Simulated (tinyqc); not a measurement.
Threshold switch as oscillator and as selector in a crossbar: two steps of the calculation.

Off state: I = Ith sinh(V/V0)/sinh(Vth/V0) up to Vth. On state: V = Vh + I Ron down to the holding current Ih, at Vl = Vh + Ih Ron. Switching is instantaneous.

Values chosen for this exercise; values of the order of Ge-Sb-Te and related chalcogenides:
- Vth = 3.4 V (threshold voltage)
- Vh = 1.73 V (holding voltage)
- Ron = 0.31 kohm (on-state resistance)
- Ith = 0.3 uA (current at threshold)
- V0 = 0.17 V (voltage scale of the off-state sinh)
- Ih = 23 uA (holding current)
- C = 15 fF (capacitance across the switch)
- N = 512 (rows and columns of the array)
- Vs = 5.44 V (supply voltage)
- RL = 260 kohm (load resistance)

Question 1. Relaxation oscillation. With a load RL from Vs and C across the switch, it oscillates if the load line misses both branches: (Vs - Vl)/Ih < RL < (Vs - Vth)/Ith. Charging without leakage takes RL C ln[(Vs - Vl)/(Vs - Vth)]; discharging takes (RL || Ron) C ln[(Vth - Ve)/(Vl - Ve)], Ve = (Vs Ron + Vh RL)/(Ron + RL).

Find: Vl; smallest RL; largest RL; charging time; Ve; discharging time; frequency.

Answer 1.

Vl = 1.7371 V
smallest RL = 160.99 kohm
largest RL = 6800.0 kohm
charging time = 2.3250 ns
Ve = 1.7344 V
discharging time = 0.029819 ns
frequency = 424.66 MHz

With the off-state leakage included the charging takes 2.336 ns, 0.47 % above this value.

Question 2. Leakage in a crossbar. In an N x N array driven at Vs, the V/2 scheme puts Vs/2 on 2 (N - 1) cells; the V/3 scheme puts Vs/3 on all N^2 - 1 others, N - 1 of them on the selected row. Row leakage is (N - 1) I; wasted power is the number of cells times V I.

Find: I at Vs/2; row leakage, V/2; wasted power, V/2; I at Vs/3; row leakage, V/3; wasted power, V/3.

Answer 2.

I at Vs/2 = 5.4947 nA
row leakage, V/2 = 2.8078 uA
wasted power, V/2 = 15.274 uW
I at Vs/3 = 0.026528 nA
row leakage, V/3 = 0.013556 uA
wasted power, V/3 = 12.610 uW

The V/3 scheme cuts the row leakage by 207 and lowers the wasted power by a factor of 1.21.

Range of the model: Delay times, drift of Vth and line resistance are left out.

Numbers from tinyqc (`OMP_NUM_THREADS=1 python tinyqc.py 2490126 2490127 out.jsonl`; about 0.01 s on one thread of a shared Intel Xeon 2.30GHz).
